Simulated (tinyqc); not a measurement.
What each parameter does: configuration-coordinate model of carrier capture at a defect.

Two parabolas of equal curvature k in one coordinate Q: with the carrier free at the band edge, U_f = k Q^2/2; with the carrier trapped, U_t = k (Q - dQ)^2/2 - ET. ER = k dQ^2/2, Huang-Rhys factor S = ER/hw, hw = 0.0646541 sqrt(k/M) eV for k in eV/angstrom^2 and M in u. The curves cross at a height Eb = (ER - ET)^2/(4 ER) above the free minimum.

Multiphonon factor for giving p = ET/hw phonons to the lattice: W = exp(-S (2 nb + 1)) ((nb + 1)/nb)^(p/2) I_p(x), nb = 1/(exp(hw/kT) - 1), x = 2 S sqrt(nb (nb + 1)), I_p the modified Bessel function. Classical limit: W = hw exp(-Eb/kT)/sqrt(4 pi ER kT). At T = 0: exp(-S) S^p/Gamma(p + 1).

Constants: kB = 8.617333262e-05 eV/K.

Inputs chosen for the exercise (of the size met at an oxide trap near a Si / SiO2 interface; the results hold for these values, not for the real material):
- ET = 0.44 eV (thermal depth of the level below the band edge)
- ER = 1.48 eV (relaxation energy)
- hw = 0.036 eV (phonon energy of the mode)
- T = 150 K (temperature)

Eb, log10 W and the full width 2.35482 sqrt(ER hw coth(hw/2kT)).

Results for these values:
```
case  Eb (eV)  log10 W  full width (eV)
base   0.1827   -5.907           0.5782
```

What happens to each result for hw = 0.0432 eV, all else kept?

Answer: Eb does not change at the printed digits; log10 W rises from -5.907 to -5.404; full width rises from 0.5782 to 0.6169.

The same for each parameter in turn:
```
case            Eb (eV)  log10 W  full width (eV)
base             0.1827   -5.907           0.5782
ET = 0.48 eV     0.1689   -5.509           0.5782
ER = 1.53 eV     0.1941   -6.230           0.5879
hw = 0.0432 eV   0.1827   -5.404           0.6169
T = 180 K        0.1827   -5.438           0.5998
```

Program tinyqc; command `OMP_NUM_THREADS=1 python tinyqc.py 1451424 1451425 out.jsonl`; about 0.01 s on one thread of a shared Intel(R) Xeon(R) Processor @ 2.30GHz.
